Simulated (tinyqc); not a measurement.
Gated graphene: carriers, quantum capacitance and optical conductivity: sweeps and comparisons. A value that a table varies takes the place of the one given here.

Cones E = +/- hv |k|, four flavours, D(E) = 2|E|/(pi hv^2). n = (2/pi)(kT/hv)^2 F_1(mu/kT), p = (2/pi)(kT/hv)^2 F_1(-mu/kT), in 1/angstrom^2 (1e16 for 1/cm^2); F_1(eta) = integral_0^infinity x dx/(1 + exp(x - eta)). Cq/e^2 = d(n - p)/d mu = (2 kT/(pi hv^2)) ln(2 + 2 cosh(mu/kT)).

Gate: V = mu/e + e (n - p)/Cox with Cox/e^2 = k/(4 pi e2 t), t in angstrom, e2 = e^2/(4 pi eps0); 1/(eV angstrom^2) in C/e^2 equals 1602.176634 microfarad/cm^2; total 1/C = 1/Cox + 1/Cq.

Conductivity over sigma0 = e^2/(4 hbar): interband Re = sinh(E/2kT)/(cosh(mu/kT) + cosh(E/2kT)); intraband Re = (8 kT/pi) ln(2 cosh(mu/2kT)) Gm/(E^2 + Gm^2). A free sheet absorbs about pi alpha_f Re(sigma/sigma0), alpha_f the fine-structure constant (alpha among the constants).

Constants: kB = 8.617333262e-05 eV/K; e^2/(4 pi eps0) = 14.39964547 eV angstrom; fine-structure constant alpha = 0.007297352564.

Inputs chosen for the exercise (Fermi velocity near that of graphene, gate dielectric near hBN; not measured data): hv = 6.48 eV angstrom (hbar vF); T = 400 K; k = 3.38 (dielectric constant of the gate layer); t = 20 nm (its thickness); Gm = 2 meV (intraband damping); V = -1.72 V (gate voltage from the neutrality point).

## Gate sweep

Results:
```
V (V)  mu (eV)  n - p (1/cm^2)  n + p (1/cm^2)  Cq (microfarad/cm^2)  C/Cox  Cox V/e (1/cm^2)
0       0.0000               0        2.96e+11                  1.16  0.886                 0
0.052   0.0059        4.30e+10        2.99e+11                  1.17  0.886          4.86e+10
0.14    0.0158        1.16e+11        3.15e+11                  1.20  0.889          1.31e+11
0.34    0.0367        2.83e+11        3.98e+11                  1.39  0.903          3.18e+11
0.69    0.0666        5.82e+11        6.33e+11                  1.84  0.925          6.44e+11
1.2     0.0996        1.03e+12        1.05e+12                  2.51  0.944          1.12e+12
1.7     0.1250        1.47e+12        1.48e+12                  3.08  0.954          1.59e+12
2.6     0.1618        2.28e+12        2.28e+12                  3.95  0.963          2.43e+12
3.8     0.2011        3.36e+12        3.36e+12                  4.89  0.970          3.55e+12
```

How do the results move?

At neutrality n + p = 2.96e+11 1/cm^2 of thermal carriers remain and C/Cox = 0.886; at the last row C/Cox = 0.970 and the plain capacitor rule overstates n - p by 5.6 %. Between the last two rows mu goes as V^0.57; for |mu| well above kT the limits are 1/2 where Cox is small against Cq and 1 where it is large.

## Absorption spectrum

mu = -0.12591 eV

Results:
```
E (eV)  interband  intraband  absorption (%)
0.025      0.0182     0.5169           1.227
0.050      0.0384     0.1298           0.386
0.088      0.0778     0.0420           0.275
0.126      0.1347     0.0205           0.356
0.176      0.2478     0.0105           0.592
0.214      0.3650     0.0071           0.853
0.252      0.5000     0.0051           1.158
0.290      0.6346     0.0039           1.464
0.327      0.7483     0.0030           1.722
0.403      0.8995     0.0020           2.067
0.504      0.9748     0.0013           2.238
0.755      0.9993     0.0006           2.292
```

How do the results move?

The edge lies at 2|mu| = 0.252 eV and, for |mu| above about 3 kT (here 3.7), rises from 10 % to 90 % over about 8.8 kT = 0.303 eV. The absorption is lowest, 0.275 %, at 0.088 eV of those listed, between the Drude tail and the edge; at the last row it is 2.292 % against pi alpha_f = 2.293 %. The thin-sheet formula fails where the absorption is large, and trigonal warping matters above about 1.5 eV.

## What moves the Fermi level

All results formed anew. Each row changes one parameter from the base and keeps the others.

Results:
```
case                   mu (eV)  n - p (1/cm^2)   C/Cox
base                   -0.1259      -1.489e+12  0.9540
V = -2.236 V           -0.1479      -1.950e+12  0.9603
t = 14 nm              -0.1540      -2.089e+12  0.9462
k = 4.06               -0.1398      -1.773e+12  0.9501
hv = 7.13 eV angstrom  -0.1405      -1.475e+12  0.9500
T = 500 K              -0.1187      -1.496e+12  0.9527
```

How do the results move?

The largest shifts from the base row, up to three for each result and ties (the steps differ in size, so this ranks the rows, not the parameters). mu (eV): t -0.0281, V -0.0220, hv -0.0146. n - p (1/cm^2): t -6.01e+11, V -4.61e+11, k -2.84e+11. C/Cox: t -0.0078, V +0.0063, hv -0.0040.

(tinyqc, `OMP_NUM_THREADS=1 python tinyqc.py 1650296 1650297 out.jsonl`, Intel(R) Xeon(R) Processor @ 2.30GHz, 1 thread, shared host, about 0.01 s.)
